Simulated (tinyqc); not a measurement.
Inside a calculation. Model: capacitance measurement on a leaky thin oxide: effects of series resistance and leakage.

Computed by the program tinyqc: `OMP_NUM_THREADS=1 python tinyqc.py 2022019 2022020 out.jsonl`, one thread of a shared Intel Xeon 2.30GHz, about 0.01 s for the whole run. Printed values are rounded.

The device is a capacitance C in parallel with a leakage conductance G, in series with Rs and Ls. An impedance meter reports either a parallel pair (Cp, Gp) from Y = 1/Z = Gp + i w Cp or a series pair (Cs, Rm) from Z = Rm + 1/(i w Cs); w = 2 pi f, dissipation D = Gp/(w |Cp|).

Parameters, values chosen for the exercise; values of the order met in thin-oxide MOS capacitors:
- eox = 3.9 (relative permittivity of the gate insulator (close to silicon dioxide))
- tox = 0.99 nm (insulator thickness)
- A = 2500 um^2 (gate area)
- zc = 0.56 nm (oxide-equivalent thickness added by the accumulation layer)
- zp = 0 nm (oxide-equivalent thickness added by gate depletion)
- Jg = 0.016 A/cm^2 (gate leakage current density, not matched to the thickness)
- Vs = 0.32 V (voltage for an e-fold rise of the leakage)
- Rs = 7.9 ohm (series resistance)
- Ls = 23 nH (series inductance)
- f = 10000 Hz (measuring frequency)

Constants: eps0 = 8.8541878128e-14 F/cm where lengths are in cm. Results are converted to the units shown.

## True capacitance and conductance

EOT = 3.9 tox/eox; CET = EOT + zc + zp; C = 3.9 eps0 A/CET; G = Jg A/Vs.

EOT = 0.99 nm
CET = 1.55 nm
C = 55.6957 pF
G = 1.25 uS

## What the meter reports

Z = Rs + i w Ls + 1/(G + i w C).

Z = (0.90530-2.53424i) x 1e5 ohm
Cp = 55.6946 pF
Gp = 1.25008 uS
Cs = 62.8019 pF
D = 0.357229

Cp is within 0.01 % of C and Cs is 13 % above it; G Rs = 9.87e-6, w C Rs = 2.76e-5 and G/(w C) = 0.357.
